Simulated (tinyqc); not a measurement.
Tunnelling through a two-layer gate stack, WKB transmission and Tsu-Esaki current: two steps of the calculation.

Electrons leave the emitter at x = 0. Energies E (motion across the layers) are in eV from the emitter Fermi level; the collector Fermi level lies at -V and offers states at every E. No charge in the dielectric and no image force: F1 = V/(t1 + t2 eps1/eps2), F2 = F1 eps1/eps2; U = phi1 - F1 x in layer 1 and phi2 - F1 t1 - F2 (x - t1) in layer 2. With C = hbar^2/(2 m0), kappa = sqrt(m (U - E)/C) where U > E and 0 elsewhere; T(E) = exp(-S), S = 2 times the integral of kappa over x.

Values chosen for this exercise; layer 1 close to silicon dioxide, layer 2 close to hafnium oxide:
- phi1 = 3.13 eV (barrier of layer 1 above the emitter Fermi level at zero bias)
- m1 = 0.51 m0 (tunnelling mass of layer 1)
- t1 = 0.7 nm (thickness of layer 1)
- eps1 = 3.96 (relative permittivity of layer 1)
- phi2 = 1.53 eV (barrier of layer 2 at zero bias)
- m2 = 0.2 m0 (tunnelling mass of layer 2)
- t2 = 3.4 nm (thickness of layer 2)
- eps2 = 22.7 (relative permittivity of layer 2)
- V = 0.9 V (voltage across the dielectric)
- E = 0.08 eV (energy of the electron followed)

Constants: q = 1.602176634e-19 C, hbar = 1.054571817e-34 J s, m0 = 9.1093837015e-31 kg, hbar^2/(2 m0) = 0.0380998212 eV nm^2. Results are converted to the units shown.

Question 1. Fields and band edges. F1 = V/(t1 + t2 eps1/eps2), F2 = F1 eps1/eps2; U = phi1 - F1 x in layer 1 and phi2 - F1 t1 - F2 (x - t1) in layer 2. EOT = 3.9 (t1/eps1 + t2/eps2).

Wanted: F1; F2; U at the end of layer 1; U at the start of layer 2; U at the end of layer 2; EOT.

Answer 1.

F1 = 6.960 MV/cm
F2 = 1.214 MV/cm
U at the end of layer 1 = 2.643 eV
U at the start of layer 2 = 1.043 eV
U at the end of layer 2 = 0.6300 eV
EOT = 1.274 nm

Question 2. WKB exponent in closed form. Each layer adds (2/F) sqrt(m/C) [G(u at its left edge) - G(u at its right edge)] to S, with u = U - E (0 where negative) and G(u) = (2/3) u^1.5. The slope follows from 1/d = -dS/dE.

Find: S; T(E); energy d over which T(E) grows by a factor e.

Answer 2.

S = 22.085
T(E) = 2.5610e-10
energy d over which T(E) grows by a factor e = 0.094578 eV

The midpoint rule gives S = 22.087, so its T(E) is 0.19 % below this value. The band edge stays above E through the whole stack: direct tunnelling through a trapezoid.

tinyqc, about 0.06 s, one thread, Intel Xeon 2.30GHz (shared host): `OMP_NUM_THREADS=1 python tinyqc.py 2540120 2540121 out.jsonl`
